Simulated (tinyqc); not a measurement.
FinFET, parasitic resistance, capacitance and delay: two steps of the calculation.

Nf fins under one contact; each has gated perimeter p = 2 Hf + Wf and cross-section A = Hf Wf; contact width Wc = Nf pf, stack height Hs = Hf. Contact length Lc = CPP - Lg - 2 Lsp, shared by two neighbouring gates. Source and drain sides are equal. The formulas are first-order estimates, not field solutions.

Parameters, values chosen for the exercise; values close to those of silicon logic devices:
```
symbol  value     unit                              meaning
Nf          1                                number of fins
Hf         50       nm                           fin height
Wf          6       nm                            fin width
pf         34       nm                            fin pitch
Lg         12       nm                          gate length
Lsp         8       nm                        spacer length
ks        4.5           relative permittivity of the spacer
Hc         25       nm  gate height above the channel stack
Lov       0.5       nm                         gate overlap
Cinv      2.7  uF/cm^2                inversion capacitance
Cw       0.16       fF                            wire load
Vdd       0.8        V                       supply voltage
```

Constants: eps0 = 8.8541878128e-12 F/m. Results are converted to the units shown.

Question 1. Capacitances. With N fins: gate Cg = Cinv p N Lg; per side, plate Cp = ks eps0 [Wc (Hs + Hc) - N A]/Lsp, top fringe Cf = (2/pi) ks eps0 Wc ln(1 + Lg/(2 Lsp)), overlap Co = Cinv p N Lov. Cs = Cp + Cf + Co. An inverter of two such devices driving an equal one has the load CL = 2 (Cg + 2 Cs) + 4 Cs + Cw (its own drains counted twice for the Miller effect).

Give: Cg; Cp; Cf; Co; CL.

Answer 1.

Cg = 34.34 aF
Cp = 11.21 aF
Cf = 0.4826 aF
Co = 1.431 aF
CL = 333.6 aF

The channel capacitance gives 20.6 % of CL, the parasitic parts 31.5 % and the wire 48.0 %.

Question 2. Effective current, delay and energy. Ieff = (IH + IL)/2, delay CL Vdd/(2 Ieff), energy CL Vdd^2, with CL the load of an inverter that drives an equal one.

IH = I(Vdd, Vdd/2) = 136.79686 uA
IL = I(Vdd/2, Vdd), solved likewise = 43.773443 uA
CL = 333.64566 aF

Give: Ieff; delay; energy.

Answer 2.

Ieff = 90.29 uA
delay = 1.478 ps
energy = 213.5 aJ

tinyqc, about 0.03 s, one thread, Intel Xeon 2.30GHz (shared host): `OMP_NUM_THREADS=1 python tinyqc.py 2170134 2170135 out.jsonl`
